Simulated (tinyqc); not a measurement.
Franz-Keldysh effect at a direct gap, step by step. Values are carried at full precision from step to step, so a last printed digit may differ when a step is redone from the rounded ones.

Parabolic bands, vertical transitions, no excitons. For each hole band j: mr = me mj/(me + mj); joint density of states J_j(E) = (mr/c)^(3/2) sqrt(E - Eg)/(2 pi^2), both spins, c = hbar^2/2m0; averaged matrix element |e.p|^2 = m0 Ep/6; alpha_j(E) = 4 pi^2 alpha_f c Ep J_j/(3 nr E) in 1/angstrom (alpha_f the fine-structure constant, listed as alpha among the constants), times 1e8 for 1/cm.

In a field Fd (1 kV/cm = 1e-5 V/angstrom) the electro-optic energy of band j is th = (c (e Fd)^2/mr)^(1/3), and sqrt(E - Eg) in J_j is replaced by pi sqrt(th) [Ai'(b)^2 - b Ai(b)^2] with b = (Eg - E)/th; Ai is the Airy function.

Constants: hbar^2/2m0 = 3.80998211 eV angstrom^2; fine-structure constant alpha = 0.007297352564.

Values chosen for the exercise (near those of GaAs; the results hold for these values, not for the real material):
```
symbol  value   unit        meaning
Eg      1.381   eV          direct gap
me      0.0684  m0          electron mass
mhh     0.517   m0          heavy-hole mass
mlh     0.0803  m0          light-hole mass
Ep      25.2    eV          Kane energy
nr      3.62                refractive index
Fd      160     kV/cm       uniform field
E       1.353   eV          photon energy
L       36      micrometre  length of a waveguide
```

## Electro-optic energy and length

For each hole band give mr, th and the length th/(e Fd).

Scales:
```
hole   mr (m0)  th (meV)  length (angstrom)
heavy  0.06041    54.453               34.0
light  0.03694    64.156               40.1
```

The light-hole pair has th larger by a factor 1.178, the cube root of the ratio of reduced masses.

## Airy factors at E

Ai is the Airy function, th the electro-optic energy of each hole band from the table (its other columns are not needed here), b = (Eg - E)/th with th in eV; the factor takes the place of sqrt(E - Eg) in the joint density of states.

Form b, Ai(b), Ai'(b) and the factor pi sqrt(th) [Ai'^2 - b Ai^2] for each band, beside sqrt(E - Eg) (zero below the gap).

Factors:
```
hole        b   Ai(b)   Ai'(b)  factor (eV^(1/2))  without field
heavy  0.5142  0.2285  -0.2233            0.01686         0.0000
light  0.4364  0.2462  -0.2320            0.02178         0.0000
```

## Absorption with and without the field

Put the factors in place of sqrt(E - Eg) in alpha_j and add the bands; a waveguide of length L changes its transmission by 4.343 (alpha(F) - alpha(0)) L dB.

alpha_j in the field (1/cm): heavy 321, light 198

alpha(F) = 519 1/cm
alpha(0) = 0 1/cm
change of loss = 8.12 dB

Below the gap the field opens a tail where this model has no absorption; excitons and band tails absorb within some 10 to 20 meV of a real edge. Excitons, which add a sharp peak at low field, are left out.

## Checks

- Airy factor at b = -40 against the zero-field limit sqrt(-b): 6.33 against 6.32.

Run: tinyqc, `OMP_NUM_THREADS=1 python tinyqc.py 1652638 1652639 out.jsonl`; Intel(R) Xeon(R) Processor @ 2.30GHz, one thread, shared host; about 0.01 s of CPU time with all checks.
